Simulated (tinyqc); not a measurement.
# From one set of inputs to another, one input at a time

Model: sheet resistance and Hall data of a diffused or implanted layer. Computed by tinyqc, a small Python program. Command: `OMP_NUM_THREADS=1 python tinyqc.py 3031181 3031182 out.jsonl layer ladder`. One thread of a shared host (Intel(R) Xeon(R) Processor @ 2.30GHz), about 0.1 s of CPU time with the checks.

Carriers are taken equal to the net active doping down to the junction (full ionisation, which deep dopants in wide-gap hosts do not reach; no spill-over, no depletion), and the Hall factor is 1.

The inputs printed are set A. Set A is modelled on donors in GaAs; the values taken over come from a set modelled on boron in silicon. Inputs not listed in the table keep their values of set A, so the rows need not describe a real material.

Inputs (values chosen for the exercise, modelled on donors in GaAs):
```
quantity                                 value        unit
mu_min                                     477  cm^2/(V s)
mu_max                                    9240  cm^2/(V s)
N_ref                                  6.2e+16      1/cm^3
exponent alpha                            0.39           -
peak concentration N_0                 1.7e+19      1/cm^3
length scale l                              40          nm
background doping N_B (opposite type)  9.3e+16      1/cm^3
solubility limit N_s                     9e+18      1/cm^3
```

Profile: Gaussian at the surface. Activation: limited by solubility.

Constants: e = 1.602176634e-19 C.

Method:
- N(x) = N_0 exp(-x^2/l^2), dose N_0 l sqrt(pi)/2, junction x_j = l sqrt(ln(N_0/N_B)).
- Mobility mu = mu_min + (mu_max - mu_min)/(1 + (N_t/N_ref)^alpha), N_t = active doping + N_B; carriers n = active doping - N_B, active doping min(N, N_s).
- Integrals from x_0 (0 unless stated) to x_j by the midpoint rule on 400 even intervals: 1/R_s = e int n mu dx; sheet density n_s = int n dx; Hall sheet density (int n mu dx)^2/int n mu^2 dx; Hall mobility int n mu^2 dx/int n mu dx.
- Mean conductivity 1/(R_s x_j); mean mobility 1/(e n_s R_s).

Each row keeps all changes above it:
```
input moved                                        from       to  Hall mobility (cm^2/(V s))  Hall sheet density (1/cm^2)  mean conductivity 1/(R_s x_j) (S/cm)
set A                                                 -        -                      1720.6                   4.2447e+13                                1281.8
mu_max (cm^2/(V s))                                9240      462                       474.9                   4.3417e+13                                 361.9
peak concentration N_0 (1/cm^3)                 1.7e+19  1.1e+21                       475.1                   8.5262e+13                                 529.8
mu_min (cm^2/(V s))                                 477     46.6                       100.6                   8.4821e+13                                 111.6
length scale l (nm)                                  40      590                       100.6                   1.2511e+15                                 111.6
solubility limit N_s (1/cm^3)                     9e+18  1.9e+20                        65.9                   1.8208e+16                                1064.7
background doping N_B (opposite type) (1/cm^3)  9.3e+16    3e+16                        66.0                   1.8208e+16                                1006.8
N_ref (1/cm^3)                                  6.2e+16  2.2e+17                        77.5                   1.8132e+16                                1177.8
```

Hall mobility goes from 1720 to 77.5, a factor 0.0451 in all. The largest single move comes from mu_min (a factor 0.212), and N_ref works against it (a factor 1.17). Hall sheet density goes from 4.24e13 to 1.81e16, a factor 427 in all. The largest single move comes from length scale l (a factor 14.8). Mean conductivity 1/(R_s x_j) goes from 1280 to 1180, a factor 0.919 in all. The largest single move comes from solubility limit N_s (a factor 9.54), but it runs against the net change; the largest move in the direction of the net change is mu_min (a factor 0.211). The single moves hold for this order of the switches; the total does not depend on the order.

Extremes, crossings and ranges named in words are read from the listed rows.
